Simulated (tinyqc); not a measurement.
# Threshold of a short bulk MOSFET: charge sharing, barrier lowering, narrow width, step by step

Program tinyqc, `OMP_NUM_THREADS=1 python tinyqc.py 2002011 2002012 out.jsonl`; Intel Xeon 2.30GHz, shared host, one thread, about 0.01 s. Printed values are rounded.

n-channel device on a p-type body, depletion approximation, full ionisation. Uniform doping N = Na. Vbi from Boltzmann statistics is rough for the degenerate source. Cox = eps0 eox/tox.

Parameters, values chosen for the exercise; band and dielectric values close to those of silicon: temperature T = 250 K; band gap Eg = 1.14 eV; relative permittivity eps_r = 11.8; conduction-band density of states at T Nc = 2.12e19 cm^-3; valence-band density of states at T Nv = 2.04e19 cm^-3; relative permittivity of the gate insulator (close to silicon dioxide) eox = 3.9; insulator thickness tox = 7.3 nm; channel doping Na = 1.8e17 cm^-3; source and drain doping Nsd = 1e20 cm^-3; flat-band voltage for the doping Na Vfb = -0.87 V; junction depth xj = 12 nm; body-source voltage Vbs = 0 V; drain-source voltage Vds = 1 V; gate width W = 1800 nm; shape factor of the fringing depletion at the width edges xw = 0; channel length L = 190 nm.

Constants: q = 1.602176634e-19 C, kB = 1.380649e-23 J/K, Vt = kB T/q, eps0 = 8.8541878128e-14 F/cm where lengths are in cm. Results are converted to the units shown.

## Long-channel threshold and scales

ni = sqrt(Nc Nv) exp(-Eg/(2 Vt)), Eg in volts; 2 pB = 2 Vt ln(N/ni); flat band Vfb - Vt ln(N/Na); Wd = sqrt(2 eps0 eps_r (2 pB - Vbs)/(q N)); body term q N Wd/Cox; long-channel VT0 = flat band + 2 pB + body term; Vbi = Vt ln(N Nsd/ni^2); scale length l = sqrt((eps_r/eox) tox Wd).

N = 1.8e17 cm^-3
2 pB = 0.935357 V
flat band = -0.87 V
Wd = 82.3242 nm
body term = 0.501903 V
VT0 = 0.567260 V
Vbi = 1.07151 V
l = 42.6416 nm

## Short-channel and narrow-width shifts

Charge sharing (trapezoid; it ignores Vds): F = (xj/L)(sqrt(1 + 2 Wd/xj) - 1), lowering = body term times F. Barrier lowering: th = exp(-L/(2 l)) + 2 exp(-L/l), lowering = th [2 (Vbi - 2 pB) + Vds], DIBL = th. Narrow width: rise = body term times xw Wd/W. VT by each model = VT0 - lowering + rise.

F = 0.179164
lowering by charge sharing = 89.9228 mV
th = 0.130981
lowering of the barrier = 166.648 mV
DIBL = 130.981 mV/V
narrow-width rise = 0 mV
VT, charge sharing = 0.477338 V
VT, barrier lowering = 0.400612 V

L is 4.46 scale lengths. The charge-sharing lowering is 46 % below the barrier lowering; the first falls off as 1/L and the second exponentially. Both describe the same loss of gate control, so they are alternatives and are not added.
